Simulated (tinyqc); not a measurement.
Four methods from the same start: geometry relaxation of a small cluster. Computed by tinyqc, a small Python program. Command: `OMP_NUM_THREADS=1 python tinyqc.py 3024085 3024086 out.jsonl relax walk`. One thread of a shared host (Intel(R) Xeon(R) Processor @ 2.30GHz), about 0.02 s of CPU time with the checks.

E = sum_(i<j) phi(r_ij), phi(r) = eps [exp(-2 alpha (r - r0)) - 2 exp(-alpha (r - r0))]; the force on i is -sum_j phi'(r_ij) (R_i - R_j)/r_ij.

Inputs (values chosen for the exercise, for model atoms):
```
quantity                 value           unit
length r0                 3.06       angstrom
well depth eps            0.56             eV
stiffness alpha           1.38     1/angstrom
step factor eta           0.11  angstrom^2/eV
largest number of steps    500              -
```

Potential: Morse. Method: BFGS.

starting positions (angstrom):
```
            x      y      z
atom 1   0.13  -0.24  -0.02
atom 2   2.78  -0.23   0.12
atom 3   3.11   3.16  -0.24
atom 4  -0.05   3.01  -0.09
atom 5   1.49   1.66   2.15
atom 6   1.47   1.49  -2.19
```

Method:
- BFGS: R(new) = R + B F with the inverse Hessian B = eta 1 at first; with s = R(new) - R, y = F - F(new), rho = 1/(y.s): B(new) = (1 - rho s y^T) B (1 - rho y s^T) + rho s s^T, skipped if y.s is not positive.
- No atom moves more than 0.3 angstrom a step (the whole step is scaled). Stop when the largest force component is below 1e-5 eV/angstrom.
- Hessian at the final positions by central differences of the forces; six eigenvalues vanish (translations and rotations). Steepest descent is stable for eta below 2/lambda_max and contracts the softest mode by 1 - eta lambda_min a step.
- Steepest descent: R(new) = R + eta F.
- Conjugate gradient (Polak-Ribiere): d = F + beta d(old), beta = max(0, F.(F - F(old))/|F(old)|^2), d = F at first; step length from one secant, s = eta (F.d)/(F.d - F(R + eta d).d), replaced by eta if that is not positive; R(new) = R + s d.
- FIRE with unit mass: if F.v > 0, v = (1 - a) v + a |v| F/|F|, and after more than 5 such steps in a row dt = min(1.1 dt, 5 dt0), a = 0.99 a; else v = 0, a = 0.1, and dt = dt/2 (not at the first step). Then v = v + dt F, R(new) = R + dt v. dt0 = sqrt(eta), a = 0.1 at first.
- In this comparison each method may take up to 1500 steps.

contraction of the softest mode = 0.792155

non-zero eigenvalues (eV/angstrom^2): 1.88950  1.88954  2.33360  2.33361  2.33362  4.99635  4.99638  4.99642  7.32998  7.33000  7.33001  9.38409

condition number = 4.96644

Cost:
```
method              steps  force calls  final E (eV)  calls to reach 1e-2
steepest descent       42           43       -7.2710                   13
conjugate gradient     13           27       -7.2710                   15
BFGS                   17           18       -7.2710                    8
FIRE                  102          103       -7.2710                   43
```

In force calls the order is BFGS (18), conjugate gradient (27), steepest descent (43), FIRE (103). All that converged end at the same energy. Near the minimum steepest descent multiplies the slowest mode by 0.792 in size a step, 10 steps a decade of force, at a condition number of 5.0. On this problem it beats FIRE in force calls.

Extremes, crossings and ranges named in words are read from the listed rows.
